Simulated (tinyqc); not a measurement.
# Gate voltage for a given inversion charge

Question. p-type body, charge-sheet picture, depletion and inversion only, full ionisation (an idealisation for deep acceptors), Boltzmann statistics (rough once Na exp(x - xn) passes about Nc/7). In units of Vt: xg = (Vg - Vfb)/Vt, x = psi/Vt, G = gamma/sqrt(Vt), xn = (2 phiF + Vc)/Vt. The implicit equation is (xg - x)^2 = G^2 [x - 1 + exp(x - xn)] for x above about 3. Cox = eps0 eox/tox. ni = sqrt(Nc Nv) exp(-Eg/(2 Vt)), Eg in volts; phiF = Vt ln(Na/ni); gamma = sqrt(2 q eps0 eps_r Na)/Cox. N_inv = (Cox Vt G/q) [sqrt(x - 1 + exp(x - xn)) - sqrt(x - 1)]. Find x - xn, psi and Vg.

Inputs (values chosen for the exercise); band and dielectric values close to those of silicon:
```
symbol,value,unit,meaning
T,400,K,temperature
Eg,1.13,eV,band gap
eps_r,11.6,,relative permittivity
Nc,4.26e19,cm^-3,conduction-band density of states at T
Nv,4.14e19,cm^-3,valence-band density of states at T
eox,3.9,,relative permittivity of the gate insulator (close to silicon dioxide)
tox,1.5,nm,insulator thickness
Na,3.1e17,cm^-3,acceptor density
Vfb,-0.36,V,flat-band voltage
Vc,1,V,channel-body voltage
```

Constants: q = 1.602176634e-19 C, kB = 1.380649e-23 J/K, Vt = kB T/q, eps0 = 8.8541878128e-14 F/cm where lengths are in cm. Results are converted to the units shown.

N_inv = 5.6e10 cm^-2

Answer. N_inv rises steadily with x, so it fixes x; the implicit equation then gives xg directly.

x - xn = 0.7884
psi = 1.819 V
Vg = 1.648 V

Numbers from tinyqc (`OMP_NUM_THREADS=1 python tinyqc.py 2122137 2122138 out.jsonl`; about 0.01 s on one thread of a shared Intel Xeon 2.30GHz).
